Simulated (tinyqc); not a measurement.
# Double-gate transistor below threshold, two-dimensional Poisson equation on a small mesh: effects of single changes

Half of a symmetric double-gate structure: row 0 is the mid-plane of the body, where the normal field vanishes. Mobile charge is neglected (subthreshold), the body is fully depleted, and potentials are counted from the intrinsic level; rows run upward to the gate, columns from source to drain.

Values chosen for this exercise; semiconductor permittivity made up: temperature T = 400 K; relative permittivity of the semiconductor eps_r = 9.76; relative permittivity of the insulator eox = 25; half the body thickness tb = 4 nm; insulator thickness tox = 6.4 nm; channel length L = 38 nm; acceptor density of the depleted body Na = 1.9e18 cm^-3; potential of the source Vbi = 0.52 V; gate offset Vfb = 0.14 V; gate voltage Vg = -0.1 V; drain voltage Vd = 1 V.

Constants: q = 1.602176634e-19 C, kB = 1.380649e-23 J/K, Vt = kB T/q, eps0 = 8.8541878128e-14 F/cm where lengths are in cm. Results are converted to the units shown.

Each table varies one quantity; the others keep the values above.

## Effect of the relative permittivity of the insulator

Mesh: rows i = 0..12 in the semiconductor (step hs = tb/12, row 12 on the interface), then 8 step(s) ho = tox/8 up to the gate row 20; columns j = 0..80 (step hy = L/80). Box integration, divided by eps0: up_i = eps hy/h of the interval above row i, dn_i = that of the interval below (0 for row 0), lat_i = (sum of eps h/2 over the intervals above and below)/hy, s_i = -q Na w_i hy/eps0 with w_i the semiconductor height of the box (hs/2 for row 0 and the interface row, hs between, 0 in the insulator). Each free node obeys (up + dn + 2 lat) psi = up psi(above) + dn psi(below) + lat [psi(left) + psi(right)] + s. Fixed values: gate row Vg - Vfb; column 0 at Vbi and the last column at Vbi + Vd in the semiconductor, each running linearly to Vg - Vfb across the insulator. The system is solved directly. On row 0 the minimum of psi and its place come from a parabola through the three lowest nodes; barrier = Vbi - minimum, swing = Vt ln 10/(d psi/dVg), DIBL = (d psi/dVd)/(d psi/dVg) there. Lambda = pi/k with k the smallest positive root of tan(k tox) tan(k tb) = eox/eps_r.

Effect of the relative permittivity of the insulator:
```
eox	L/Lambda	barrier (V)	place y/L	swing (mV/decade)	DIBL (mV/V)
3.9	1.330	0.6566	0.4143	108.7	119.3
5.9	1.551	0.6932	0.4234	98.78	77.99
8.8	1.770	0.7177	0.4307	92.66	52.77
13	1.980	0.7333	0.4365	88.83	37.16
20	2.196	0.7436	0.4416	86.17	26.46
30	2.374	0.7491	0.4452	84.61	20.25
```

As eox goes from 3.9 to 30, the barrier rises from 0.657 to 0.749 V, the swing falls from 109 to 84.6 mV a decade and DIBL falls from 119 to 20.3 mV/V; the ideal swing is 79.4. L/Lambda goes from 1.3 to 2.4.

## Effect of the channel length

Same model as above.

Effect of the channel length:
```
L (nm)	L/Lambda	barrier (V)	place y/L	swing (mV/decade)	DIBL (mV/V)
15	0.9069	0.2085	0.3282	189.6	346.6
18	1.088	0.3411	0.3685	143.0	222.5
22	1.330	0.4838	0.3982	114.8	131.5
27	1.632	0.6087	0.4194	98.44	72.84
32	1.935	0.6889	0.4328	90.30	42.18
39	2.358	0.7539	0.4452	84.66	20.51
48	2.902	0.7937	0.4556	81.54	8.443
58	3.507	0.8119	0.4632	80.20	3.224
```

As L goes from 15 to 58 nm, the barrier rises from 0.209 to 0.812 V, the swing falls from 190 to 80.2 mV a decade and DIBL falls from 347 to 3.22 mV/V; the ideal swing is 79.4. L/Lambda goes from 0.91 to 3.5. Between the last two rows DIBL decays with a length of 10.4 nm; 2 Lambda/pi is 10.5 nm.

## Effect of the drain voltage

Same model as above.

Result of one run:
```
Vd (V)	L/Lambda	barrier (V)	place y/L	swing (mV/decade)	DIBL (mV/V)
0.05	2.298	0.7708	0.4958	84.75	32.85
```

What becomes of these results when the drain voltage Vd is changed from 0.05 to 0.65 V, all else the same?

Result of the changed run:
```
Vd (V)	L/Lambda	barrier (V)	place y/L	swing (mV/decade)	DIBL (mV/V)
0.65	2.298	0.7548	0.4588	85.00	25.22
```

The whole series:
```
Vd (V)	L/Lambda	barrier (V)	place y/L	swing (mV/decade)	DIBL (mV/V)
0.05	2.298	0.7708	0.4958	84.75	32.85
0.25	2.298	0.7650	0.4812	84.80	29.58
0.45	2.298	0.7597	0.4691	84.89	27.14
0.65	2.298	0.7548	0.4588	85.00	25.22
0.85	2.298	0.7502	0.4498	85.12	23.68
1.05	2.298	0.7460	0.4418	85.26	22.39
```

As Vd goes from 0.05 to 1.05 V, the barrier falls from 0.771 to 0.746 V, the swing rises from 84.7 to 85.3 mV a decade and DIBL falls from 32.9 to 22.4 mV/V; the ideal swing is 79.4. The barrier top moves from y/L = 0.496 to 0.442, towards the source.

tinyqc, about 0.1 s, one thread, Intel Xeon 2.30GHz (shared host): `OMP_NUM_THREADS=1 python tinyqc.py 2480062 2480063 out.jsonl`
